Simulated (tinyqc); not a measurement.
Bound state in one dimension: Numerov shooting, finite differences, DVR, step by step. Computed by tinyqc, a small Python program that keeps every step. Settings: points = 48. Command: `OMP_NUM_THREADS=1 python tinyqc.py 26476 26477 out.jsonl` (the two numbers bound the seeds that draw the settings). One thread of a shared host (Intel(R) Xeon(R) Processor @ 2.60GHz), about 0.01 s of CPU time with the checks.

## Numerov steps at E = 0.1

One particle of mass 1 in V = 11.85 (1 - exp(-0.68 x))^2 (atomic units), psi = 0 at both ends:
```
parameter                 value
left end              -1.600000
right end                     7
intervals                    48
h                      0.179167
state sought (nodes)          3
```

k_i = 2 m (E - V_i); (1 + h^2 k_(i+1)/12) y_(i+1) = 2 (1 - 5 h^2 k_i/12) y_i - (1 + h^2 k_(i-1)/12) y_(i-1), from y_0 = 0, y_1 = 0.001.

Points along the way:
```
i           x          V           k          y
0   -1.600000  45.910796  -91.621592   0.000000
1   -1.420833  31.401329  -62.602657   0.001000
2   -1.241667  20.848971  -41.497942   0.004134
3   -1.062500  13.304003  -26.408007   0.012937
4   -0.883333   8.032864  -15.865727   0.032727
5   -0.704167   4.470169   -8.740338   0.068934
16   1.266667   3.950705   -7.701409   2.065596
17   1.445833   4.641884   -9.083768   3.272219
18   1.625000   5.300255  -10.400510   5.468683
19   1.804167   5.919531  -11.639062   9.563929
20   1.983333   6.496320  -12.792640  17.383968
21   2.162500   7.029323  -13.858645  32.661611
```

## Bisection on the node count

With more sign changes than the state has nodes (the last point included) the energy is too high, else too low; the bracket starts as 0.1 to 10.

Trials:
```
trial           E  sign changes  y at the right end   next
1      5.05000000             2            4.80e+05  raise
2      7.52500000             3           -1.69e+03  raise
3      8.76250000             4            1.65e+00  lower
4      8.14375000             3           -3.67e+02  raise
5      8.45312500             3           -9.78e+01  raise
6      8.60781250             3           -3.33e+01  raise
7      8.68515625             3           -1.29e+01  raise
8      8.72382813             3           -4.94e+00  raise
9      8.74316406             3           -1.48e+00  raise
10     8.75283203             4            1.24e-01  lower
11     8.74799805             3           -6.70e-01  raise
12     8.75041504             3           -2.71e-01  raise
13     8.75162354             3           -7.30e-02  raise
14     8.75222778             4            2.55e-02  lower
...           ...           ...                 ...    ...
28     8.75207108             3           -3.81e-06  raise
29     8.75207110             3           -8.03e-07  raise
30     8.75207111             4            6.99e-07  lower
```

eigenvalue = 8.75207111 hartree

## The same grid by other methods

Three-point finite differences and the sine-DVR kinetic matrix of Colbert and Miller on the same points.

Lowest levels (hartree):
```
state  finite differences        DVR
0                1.587366   1.597420
1                4.406977   4.445484
2                6.757321   6.831200
3                8.655463   8.754541
4               10.112067  10.215484
5               11.137970  11.224774
```
